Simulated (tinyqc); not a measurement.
# Changing the heavy mass M

Model: three-phonon processes in a diatomic chain: dispersion, energy and momentum conservation, and decay channels of optical phonons. Computed by tinyqc, a small Python program. Command: `OMP_NUM_THREADS=1 python tinyqc.py 3120277 3120278 out.jsonl threeph sweep`. One thread of a shared host (Intel(R) Xeon(R) Processor @ 2.30GHz), about 0.01 s of CPU time with the checks.

Cell length a, two atoms, one spring constant. x = q a/pi runs from -1 to 1; A and O are the acoustic and optical branches. Matrix elements are not computed: only conservation laws and occupation factors are followed.

Inputs (values chosen for the exercise, for a model chain): light mass m = 28.1 u; spring constant k = 8.8 eV/angstrom^2.

Constants: nu for 1 eV/(angstrom^2 u) = 15.6333042 THz.

Method. omega^2 = k (1/m + 1/M) -/+ k sqrt((1/m + 1/M)^2 - 4 sin^2(pi x/2)/(m M)); nu = 15.6333042 THz x sqrt(omega^2) for eV/(angstrom^2 u). Acoustic top sqrt(2 k/M), optical bottom sqrt(2 k/m), optical top sqrt(2 k (1/m + 1/M)).

One run for each value; columns: (1) heavy mass M (u); (2) optical top over twice the acoustic top; (3) optical bottom over twice the acoustic top; (4) optical width over acoustic top; (5) acoustic top (THz):
```
(1)       (2)     (3)      (4)     (5)
29.5   0.7159  0.5123  0.40711  12.075
36.5   0.7581  0.5699  0.37652  10.856
45.0   0.8064  0.6327  0.34742   9.777
56.2   0.8660  0.7071  0.31784   8.749
70.2   0.9352  0.7903  0.28978   7.828
81.5   0.9875  0.8515  0.27189   7.265
98.4   1.0609  0.9357  0.25044   6.612
126.0  1.1709  1.0588  0.22425   5.843
169.0  1.3242  1.2262  0.19605   5.045
```

What does the table show?

Over the rows, optical top over twice the acoustic top rises from 0.716 to 1.32 (exponent d ln y / d ln x 0.27 between the first rows and 0.42 between the last); optical bottom over twice the acoustic top rises from 0.512 to 1.23 (exponent d ln y / d ln x about 0.50 throughout); optical width over acoustic top falls from 0.407 to 0.196 (exponent d ln y / d ln x -0.37 between the first rows and -0.46 between the last).
